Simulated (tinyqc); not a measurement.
## Landau coefficients from the transition

Inverse problem. u = a0 (T - T0) P^2 + be P^4 + ga P^6 (P in uC/cm^2, E in kV/cm, u in mJ/cm^3). Above the transition chi = Cw/(T - T0) with Cw = 1/(2 eps0 a0); at TC = T0 + be^2/(4 a0 ga) the polarisation jumps by sqrt(-be/(2 ga)). Find a0, be and ga.

Values chosen for this exercise: Curie-Weiss temperature T0 = 450 K.

Constants: eps0 = 8.8541878128e-14 F/cm where lengths are in cm. Results are converted to the units shown.

TC = 468.642027 K
jump of P at TC = 27.9118213 uC/cm^2
Curie constant = 4.03360381e5 K

Answer. The Curie constant gives a0. At TC both u = 0 and du/dP = 0, which give ga = al/P^4 and be = -2 al/P^2 with al = a0 (TC - T0).

a0 = 0.0140 kV cm/(uC K)
be = -6.70e-4 kV cm^5/uC^3
ga = 4.30e-7 kV cm^9/uC^5

Numbers from tinyqc (`OMP_NUM_THREADS=1 python tinyqc.py 2860046 2860047 out.jsonl`; about 0.01 s on one thread of a shared Intel Xeon 2.30GHz).
